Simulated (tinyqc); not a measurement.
# Finite-size error of a charged defect in a periodic cell: Madelung and Makov-Payne terms, step by step

A worked calculation. Computed by tinyqc, a small Python program that keeps every step. Command: `OMP_NUM_THREADS=1 python tinyqc.py 3015534 3015535 out.jsonl imagecharge walk`. One thread of a shared host (Intel(R) Xeon(R) Processor @ 2.30GHz), about 0.04 s of CPU time with the checks. Intermediate numbers are printed to about 7 digits and carried at full precision; extremes and crossings named in words are read from the listed rows.

L is the cube root of the cell volume. The defect charge is a Gaussian, rho(r) = q (2 pi sigma^2)^(-3/2) exp(-r^2/2 sigma^2), repeated periodically in a uniform neutralising background and screened by a continuum. The model cell energy is E(L) = E_0 + [periodic - isolated electrostatic energy].

Inputs (values chosen for the exercise, with screening close to that of germanium):
```
quantity                                     value      unit
charge q                                         3         e
cell length L                                 19.3  angstrom
dielectric constant eps                       16.2         -
width sigma of the defect charge               1.7  angstrom
formation energy of the isolated defect E_0  2.586        eV
```

Supercell lattice: bcc. Screening: isotropic.

scatter added to the six cells, standing for numerical noise (meV): -12  -13  -2.6  -1.6  1.6  -0.69

Constants: e^2/(4 pi eps_0) = 14.39964548 eV angstrom.

## The cell

Cell vectors: (-1,1,1), (1,-1,1), (1,1,-1), scaled to volume L^3.

cell vectors (rows) (angstrom):
```
           1          2          3
1  -12.15824   12.15824   12.15824
2   12.15824  -12.15824   12.15824
3   12.15824   12.15824  -12.15824
```

nearest image = 21.05869 angstrom

## Madelung energy

Ewald sum for a unit point charge: scale each Cartesian component of the cell by 1/sqrt(eps_i), giving R', G' and V'; E = [ (1/2) sum erfc(eta R')/R' + (2 pi/V') sum exp(-G'^2/4 eta^2)/G'^2 - eta/sqrt(pi) - pi/(2 V' eta^2) ] e^2/(4 pi eps_0) / sqrt(eps_x eps_y eps_z), over n_i = -6..6, omitting n = (0,0,0), eta = 2/V'^(1/3). alpha = -2 E eps_g L/(e^2/(4 pi eps_0)), eps_g = (eps_x eps_y eps_z)^(1/3).

terms for a unit charge (eV): real space 0.00038252, reciprocal 0.00315672, self -0.05196782, background -0.01808587

Madelung constant alpha = 2.888462

point-charge correction -q^2 E = 0.5986301 eV

## Energy of the smeared charge in the cell

Periodic energy of the Gaussian: (2 pi q^2/V) sum_(G != 0) exp(-sigma^2 G^2)/(G.eps.G) x e^2/(4 pi eps_0), n_i = -k..k with k = max(9, L/sigma rounded up). Isolated energy: q^2/(2 sqrt(pi) sigma) <1/(n.eps.n)> e^2/(4 pi eps_0), the mean over directions n, here 1/eps.

periodic energy = 0.7490483 eV

isolated energy = 1.327472 eV

finite-size error = -0.5784239 eV

E(L) = 2.007576 eV

## Makov-Payne correction

Second radial moment Q = q <r^2> = 3 q sigma^2; E(corrected) = E(L) + q^2 alpha e^2/(4 pi eps_0)/(2 eps L) - 2 pi q Q e^2/(4 pi eps_0)/(3 eps L^3). Errors left are the corrected energies less E_0.

Q = 26.01 e angstrom^2

third-order term = -0.02020622 eV

error left after the first term = 0.02020622 eV

error left after both terms = 0 eV

third-order over first-order term, in size = 0.03375410

The point-charge term alone overcorrects by 0.0202 eV, 3 % of itself; both terms together are exact to 1e-7 eV, since the clouds do not overlap.

## A series of cells

Cells of the same shape with L scaled by 0.7, 0.85, 1, 1.25, 1.5 and 2; the scatter is added to E(L). The point-charge correction scales as 1/L from its value at the input L.

Scaling data:
```
L (angstrom)  1/L (1/angstrom)  E(L) (eV)  E(L) + point-charge correction (eV)
13.510              0.07401925   1.777724                             2.632910
16.405              0.06095703   1.901632                             2.605902
19.300              0.05181347   2.004976                             2.603606
24.125              0.04145078   2.115841                             2.594746
28.950              0.03454231   2.194500                             2.593587
38.600              0.02590674   2.288521                             2.587836
```

## Ways to reach the isolated limit

Least-squares fits of E(L) to a + b/L, a + c/L^3 or a + b/L + c/L^3; the estimate is a, and errors are against E_0.

Estimates of E_0:
```
way                              estimate (eV)  error (meV)
largest cell, uncorrected             2.288521    -297.4793
largest cell, point-charge term       2.587836       1.8358
1/L fit, three smallest               2.528784     -57.2164
1/L fit, all six                      2.562258     -23.7421
1/L^3 fit, all six                    2.233985    -352.0154
1/L and 1/L^3, three smallest         2.746577     160.5773
1/L and 1/L^3, all six                2.591668       5.6685
corrected data, 1/L^3 fit             2.586882       0.8822
```

coefficient b of the full fit = -11.71026 eV angstrom

Best here: corrected data, 1/L^3 fit (+0.9 meV); worst: 1/L^3 fit, all six (-352 meV). The fitted b is 101.4 % of the Madelung value -q^2 alpha e^2/(8 pi eps_0 eps_g), so such a fit also measures the screening. The three-term fit to three small cells has no spare point and magnifies the scatter.

Checks made by the program: the same sum with another eta (relative difference below 1e-10); both terms against the exact model when the clouds do not overlap (relative difference below 1e-10).
